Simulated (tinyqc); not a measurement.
Inside a calculation. Method: tight binding, honeycomb lattice. One step of it, computed by the program tinyqc.

Problem. Bloch Hamiltonian at k. H_AB = -t1 (1 + exp(-i k.a1) + exp(-i k.a2)); H_AA = delta - 2 t2 sum cos(k.b + phi), H_BB = -delta - 2 t2 sum cos(k.b - phi), b = a1, a2 - a1, -a2.

Parameters chosen for this model:
```
parameter     value                        unit
t1         1.540000                 eV, nearest
t2         0.250000       eV, second neighbours
phi        2.950000  rad, phase of t2 (Haldane)
delta      0.060000          eV, +/- on A and B
```

k point k (fractions of the reciprocal vectors): -0.040000  -0.300000

Give: H(k) at k.

Solution.

H(k) at k (eV):
```
                 A                B
A           0.3248  -2.5557-1.8476i
B  -2.5557+1.8476i           0.2611
```
